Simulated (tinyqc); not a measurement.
Phonon-assisted absorption at an indirect gap, step by step. Values are carried at full precision from step to step, so a last printed digit may differ when a step is redone from the rounded ones.

alpha(E) = sum_j A_j [N_j (E - Eg + w_j)^2 + (N_j + 1)(E - Eg - w_j)^2], each bracket counted only where its base is positive; N_j = 1/(exp(w_j/kB T) - 1). The first term absorbs a phonon and the second emits one; excitons and direct transitions are left out.

Constants: kB = 8.617333262e-05 eV/K.

Inputs chosen for the exercise (loosely those of Si at room temperature; Eg is not tied to T; shifted at random, so the results belong to these values and not to a real crystal): Eg = 1.108 eV (indirect gap, held fixed unless listed); w = (55.8, 18.1) meV (two zone-edge phonons); A = (3800, 710) 1/(cm eV^2) (their strengths); T = 500 K; E = 1.517 eV (photon energy); nr = 3.66 (refractive index); d = 2.4 micrometre (thickness); xj = 0.061 micrometre (dead layer at the surface); W = 3.2 micrometre (depleted width); L = 73 micrometre (minority diffusion length below it).

## The four branches at one energy

Evaluate the occupations and each term.

N_j: 0.3772  1.915

terms with phonon absorption (1/cm): 309.6  248.1

terms with phonon emission (1/cm): 652.9  316.3

alpha = 1527 1/cm
wavelength hc/E (hc = 1239.841984 eV nm) = 817.3 nm

Phonon absorption supplies 36.5 % of alpha; the depth 1/alpha is 6.55 micrometre.

## What a slab does with it

Slab of thickness d in air, incoherent passes: R = ((nr - 1)/(nr + 1))^2, x = exp(-alpha d); transmitted Tr = (1 - R)^2 x/(1 - R^2 x^2), reflected Rt = R + (1 - R)^2 R x^2/(1 - R^2 x^2), absorbed Ab = (1 - R)(1 - x)/(1 - R x).

d in cm is 1e-4 times the value in micrometres.

R = 0.3258
x = 0.6932
Tr = 0.3320
Rt = 0.4008
Ab = 0.2672

A single pass would absorb (1 - R)(1 - x) = 0.2068; the back face adds 0.0603.

## Quantum efficiency of a diode

Photodiode (Gaertner form with a dead layer): QE = (1 - R) exp(-alpha xj) [1 - exp(-alpha W)/(1 + alpha L)], R = ((nr - 1)/(nr + 1))^2; responsivity = QE/E in A/W for E in eV.

Evaluate the factors; 1 micrometre = 1e-4 cm.

passes the dead layer = 0.9907
collected share = 0.9495
QE = 0.6342
responsivity = 0.4181 A/W

Without diffusion from below the collected share would be 0.3865.

## Checks

- Tr + Rt + Ab against 1: both 1.000000.

tinyqc: `OMP_NUM_THREADS=1 python tinyqc.py 1680002 1680003 out.jsonl`; about 0.01 s, one thread, shared Intel(R) Xeon(R) Processor @ 2.30GHz.
